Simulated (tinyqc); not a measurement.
# Charge pumping in an n-channel transistor: triangular pulses against frequency

The gate is pulsed from accumulation to inversion and back. Energies E are counted from the intrinsic level; Dit(E) = D0 [1 + b (2 E/Eg)^2]. During each edge the traps near the bands emit their carriers, and those between Eh and Ee recombine once a cycle.

For a symmetric triangular wave tr = tf = 1/(2 f). ni = sqrt(Nc Nv) exp(-Eg/(2 Vt)), Eg in volts; emission times te = (dV/Va) tf and th = (dV/Va) tr; Ee = -Vt ln(vth sn ni te), Eh = +Vt ln(vth sp ni th). Nit = integral of Dit from Eh to Ee = D0 [Ee - Eh + 4 b (Ee^3 - Eh^3)/(3 Eg^2)], Qcp = q A Nit, Icp = f Qcp.

Values chosen for this exercise; band and dielectric values close to those of silicon:
```
symbol,value,unit,meaning
T,350,K,temperature
Eg,1.11,eV,band gap
Nc,3.47e19,cm^-3,conduction-band density of states at 350 K
Nv,3.34e19,cm^-3,valence-band density of states at 350 K
A,7,um^2,gate area
D0,8.4e10,cm^-2 eV^-1,trap density at midgap
b,9,,rise of the trap density towards the band edges
sn,3.1e-16,cm^2,cross-section for electrons
sp,2.2e-16,cm^2,cross-section for holes
vth,1.4e7,cm/s,"thermal velocity at 350 K, one nominal value for electrons and holes"
dV,0.62,V,Vth - Vfb
Va,1.9,V,pulse height
```

Constants: q = 1.602176634e-19 C, kB = 1.380649e-23 J/K, Vt = kB T/q. Results are converted to the units shown.

Triangular pulses against frequency:
```
f (Hz),Ee (eV),Eh (eV),Nit (cm^-2),Icp (pA),Qcp (fC)
2200,0.06611,-0.07645,1.258e10,0.3103,0.1411
5100,0.09147,-0.1018,1.772e10,1.014,0.1988
12000,0.1173,-0.1276,2.359e10,3.175,0.2646
26000,0.1406,-0.1509,2.958e10,8.624,0.3317
59000,0.1653,-0.1757,3.677e10,24.33,0.4124
1.3e5,0.1891,-0.1995,4.467e10,65.13,0.5010
3e5,0.2144,-0.2247,5.422e10,182.4,0.6081
6.9e5,0.2395,-0.2498,6.509e10,503.7,0.7300
1.6e6,0.2648,-0.2752,7.761e10,1393,0.8704
3.5e6,0.2885,-0.2988,9.079e10,3564,1.018
```

Qcp rises from 0.141 to 1.02 fC, by 0.158 fC a decade between the first two rows and 0.435 between the last two (2 q A D0 Vt ln 10 = 0.131 fC): faster edges leave less time for emission and widen the window, so Icp grows faster than f, as f^(1.27).

Range of the model: The Fermi levels of inversion and accumulation are taken to lie beyond Ee and Eh, the flat tops to fill all traps, and no geometric current is added.

Program tinyqc, `OMP_NUM_THREADS=1 python tinyqc.py 2030024 2030025 out.jsonl`; Intel Xeon 2.30GHz, shared host, one thread, about 0.01 s.
